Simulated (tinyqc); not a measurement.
Polytypes and stacking faults of a tetrahedral semiconductor in an axial Ising model with couplings up to third neighbours. From one set of inputs to another, one input at a time. Computed by tinyqc, a small Python program. Command: `OMP_NUM_THREADS=1 python tinyqc.py 3010237 3010238 out.jsonl polytype ladder`. One thread of a shared host (Intel(R) Xeon(R) Processor @ 2.30GHz), about 0.01 s of CPU time with the checks.

Each double layer has s = +1 or -1 for the sense of its stacking step; E per pair of atoms = E0 - sum_n J_n <s_i s_(i+n)>, n = 1, 2, 3. Hexagonality h = (1 - <s_i s_(i+1)>)/2.

The inputs printed are set A. Inputs not listed in the table keep their values of set A, so the rows need not describe a real material.

Inputs (values chosen for the exercise, for a model crystal):

| quantity | value | unit |
|---|---|---|
| J1 | 11 | meV/pair |
| J2 | -0.517 | meV/pair |
| J3 | -0.25 | meV/pair |
| basal lattice constant a | 4 | angstrom |
| shear modulus G | 46.6 | GPa |
| Poisson ratio nu | 0.21 | - |
| binding energy of the fault level E_b | 0.063 | eV |
| in-plane mass m | 0.27 | m0 |
| effective density of states N_c at 300 K | 2.2e+19 | 1/cm^3 |
| electron density n | 3.2e+15 | 1/cm^3 |
| temperature T | 500 | K |

Host polytype: 3C.

fault coefficients k_n:
```
               J1  J2  J3
intrinsic       4   4   4
extrinsic       4   8   8
twin boundary   2   4   6
```

Constants: 1 eV/angstrom^2 = 16.02176634 J/m^2; m_0 = 9.1093837015e-31 kg; hbar = 1.054571817e-34 J s; k_B = 1.380649e-23 J/K; k_B = 8.617333262e-05 eV/K.

Method:
- Faults in 3C: the sequences intrinsic (-), extrinsic (--), twin boundary (+ turns to -) are put between perfect repeats; k_n = (layers x C_n of the host) - sum_i s_i s_(i+n). gamma = sum k_n J_n/A, A = (sqrt 3/2) a^2; 1 meV/angstrom^2 = 16.02177 mJ/m^2.
- Screw line, bounded by the intrinsic fault of energy gamma: b = a, partials b_p = a/sqrt 3; d = G b_p^2 (2 - 3 nu)/(8 pi gamma (1 - nu)). One partial is driven off by the shear stress gamma/b_p along its Burgers vector.
- The fault binds electrons in a two-dimensional band E_b below the conduction edge, g2 = m m0/(pi hbar^2) for one valley. With the Fermi level held by the bulk, eta = ln[n/N_c(T)], N_c(T) = N_c (T/300)^1.5, the grand potential falls by g2 (k_B T)^2 F1(x), x = eta + E_b/(k_B T), F1(x) = integral from 0 to infinity of ln(1 + exp(x - t)) dt; sheet density g2 k_B T ln(1 + e^x). Band bending by the trapped charge is left out, so the gain is an upper bound.
- Net fault energy = gamma of the intrinsic fault less the electronic gain.

Each row keeps all changes above it:

| input moved | from | to | energy of the glide fault, intrinsic (mJ/m^2) | splitting width d (nm) | sheet density (1/cm^2) |
|---|---|---|---|---|---|
| set A | - | - | 47.329 | 3.6234 | 1.4174e+09 |
| effective density of states N_c at 300 K (1/cm^3) | 2.2e+19 | 1.6e+19 | 47.329 | 3.6234 | 1.9489e+09 |
| J2 (meV/pair) | -0.517 | -0.766 | 46.177 | 3.7138 | 1.9489e+09 |
| J3 (meV/pair) | -0.25 | -0.1 | 46.871 | 3.6588 | 1.9489e+09 |
| electron density n (1/cm^3) | 3.2e+15 | 2e+19 | 46.871 | 3.6588 | 6.0976e+12 |
| temperature T (K) | 500 | 450 | 46.871 | 3.6588 | 6.5336e+12 |
| in-plane mass m (m0) | 0.27 | 0.46 | 46.871 | 3.6588 | 1.1131e+13 |
| J1 (meV/pair) | 11 | 12.3 | 52.883 | 3.2428 | 1.1131e+13 |

Energy of the glide fault, intrinsic goes from 47.3 to 52.9, a factor 1.12 in all. The largest single move comes from J1 (a factor 1.13), and J2 works against it (a factor 0.9757). Splitting width d goes from 3.62 to 3.24, a factor 0.895 in all. The largest single move comes from J1 (a factor 0.886), and J2 works against it (a factor 1.025). Sheet density goes from 1.42e9 to 1.11e13, a factor 7850 in all. The largest single move comes from electron density n (a factor 3130). The single moves hold for this order of the switches; the total does not depend on the order.

Caution (rows electron density n, temperature T, in-plane mass m, J1): the bulk is near degeneracy, where eta = ln(n/N_c) underestimates the Fermi level.

Extremes, crossings and ranges named in words are read from the listed rows.
